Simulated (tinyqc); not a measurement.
From one set of inputs to another, one input at a time: thermal boundary conductance by the acoustic and diffuse mismatch models. Computed by tinyqc, a small Python program. Command: `OMP_NUM_THREADS=1 python tinyqc.py 3010629 3010630 out.jsonl kapitza ladder`. One thread of a shared host (Intel(R) Xeon(R) Processor @ 2.30GHz), about 0.01 s of CPU time with the checks.

Each side has one longitudinal and two transverse Debye branches, omega = v q up to q_D = (6 pi^2 n)^(1/3), with n counting all atoms. Scattering at the interface is elastic. Electrons are left out of G, also for metals. Melting is ignored. G refers to the temperatures of the phonons sent towards the interface. Linear branches over all atoms overstate G at high T, most for crystals with several atoms a cell.

The inputs printed are set A. Set A is modelled on germanium (side 1) and magnesium oxide (side 2); the values taken over come from a set modelled on aluminium nitride (side 1) and silicon (side 2). Inputs not listed in the table keep their values of set A, so the rows need not describe a real material.

Inputs (values chosen for the exercise, modelled on germanium (side 1) and magnesium oxide (side 2)): density rho_1 = 5.42 g/cm^3; longitudinal velocity vL_1 = 5420 m/s; transverse velocity vT_1 = 3200 m/s; atom density n_1 = 44.5 1/nm^3; conductivity kappa_1 = 61.6 W/(m K); density rho_2 = 3.67 g/cm^3; longitudinal velocity vL_2 = 9980 m/s; transverse velocity vT_2 = 6110 m/s; atom density n_2 = 107 1/nm^3; conductivity kappa_2 = 54.8 W/(m K); temperature T = 300 K; thickness d_1 = 490 nm; thickness d_2 = 5.5 nm; heat flux J = 1.9 kW/cm^2.

Structure: superlattice.

Constants: hbar = 1.054571817e-34 J s; k_B = 1.380649e-23 J/K.

Method:
- omega_c = v q_D for each branch, given as hbar omega_c/k_B; impedance Z = rho v.
- No mode conversion. t(theta) = 4 Z_1 Z_2 cos(theta_1) cos(theta_2)/N^2, with N = Z_2 cos(theta_1) + Z_1 cos(theta_2) for L (the form for pressure waves) and N = Z_1 cos(theta_1) + Z_2 cos(theta_2) for both T branches (the form for shear waves polarised along the interface); sin(theta_2) = (v_2/v_1) sin(theta_1), and t = 0 beyond the critical angle arcsin(v_1/v_2); the mean over the incoming flux is alpha = 2 int t sin(theta_1) cos(theta_1) d theta_1 (64 Gauss-Legendre points).
- A phonon forgets its side and branch: alpha(1 to 2) = S_2/(S_1 + S_2), S_i = 1/vL_i^2 + 2/vT_i^2.
- G = (k_B^4 T^3/(8 pi^2 hbar^3)) int W(x) x^4 e^x/(e^x - 1)^2 dx, x = hbar omega/(k_B T). Acoustic mismatch: W = sum over the three branches of alpha(1 to 2)/v_1^2, each up to the lower of its two cut-offs. Diffuse mismatch: W = S_1 S_2/(S_1 + S_2), where S_i sums 1/v^2 over the branches of side i still below their cut-off. Radiation limit: W = min(S_1, S_2). The integral is split at the four cut-offs (64 Gauss-Legendre points a piece, x at most 45).
- Boundary resistance R = 1/G and Kapitza length kappa_2/G use the diffuse value.
- kappa_eff = (d_1 + d_2)/(d_1/kappa_1 + d_2/kappa_2 + 2 R), two interfaces a period, with bulk conductivities in the layers; the gradient is J/kappa_eff.

Each row keeps all changes above it:
```
input moved                       from    to  Kapitza length in side 2 (nm)  interface share of the resistance  diffuse alpha, 1 to 2
set A                                -     -                          93.53                            0.29765                0.21713
transverse velocity vT_2 (m/s)    6110  5280                          82.42                            0.27190                0.26285
longitudinal velocity vL_2 (m/s)  9980  9220                          81.60                            0.26992                0.26691
conductivity kappa_2 (W/(m K))    54.8   148                         220.37                            0.27147                0.26691
atom density n_1 (1/nm^3)         44.5    94                         113.98                            0.16159                0.26691
density rho_1 (g/cm^3)            5.42  3.29                         113.98                            0.16159                0.26691
temperature T (K)                  300   150                         198.61                            0.25141                0.26691
thickness d_2 (nm)                 5.5    19                         198.61                            0.24928                0.26691
```

Kapitza length in side 2 goes from 93.5 to 199, a factor 2.12 in all. The largest single move comes from conductivity kappa_2 (a factor 2.70), and atom density n_1 works against it (a factor 0.517). Interface share of the resistance goes from 0.298 to 0.249, a factor 0.837 in all. The largest single move comes from atom density n_1 (a factor 0.595), and temperature T works against it (a factor 1.56). Diffuse alpha, 1 to 2 goes from 0.217 to 0.267, a factor 1.23 in all. The largest single move comes from transverse velocity vT_2 (a factor 1.21). The single moves hold for this order of the switches; the total does not depend on the order.

Caution (rows set A, transverse velocity vT_2, longitudinal velocity vL_2, conductivity kappa_2, atom density n_1, density rho_1): at this temperature short waves carry the heat; linear branches up to q_D overstate their velocity, and inelastic processes, left out here, grow with T. Caution (all rows): layers this thin are often below the phonon free path, where bulk conductivities and independent interfaces no longer hold. Caution (rows temperature T, thickness d_2): kappa_2 is of room-temperature size, so the Kapitza length is only nominal at this T. Caution (rows temperature T, thickness d_2): the conductivities are of room-temperature size; at this T real values can differ much and free paths can be long.

Extremes, crossings and ranges named in words are read from the listed rows.
